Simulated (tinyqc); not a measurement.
Tight binding, dimerised chain, step by step. One step of it, computed by the program tinyqc.

Task: Levels at X. Diagonalise the Hermitian matrix.

H(k) at X (eV), order A, B:
$$\begin{pmatrix}
0.000000 & 0.280000 \\
0.280000 & 0.000000
\end{pmatrix}$$

Give: eigenvalues; weights |c|^2 of the basis functions.

Result:

eigenvalues (eV): [-0.2800, 0.2800]

weights |c|^2 of the basis functions, order A, B:
$$\begin{pmatrix}
0.5000 & 0.5000 \\
0.5000 & 0.5000
\end{pmatrix}$$
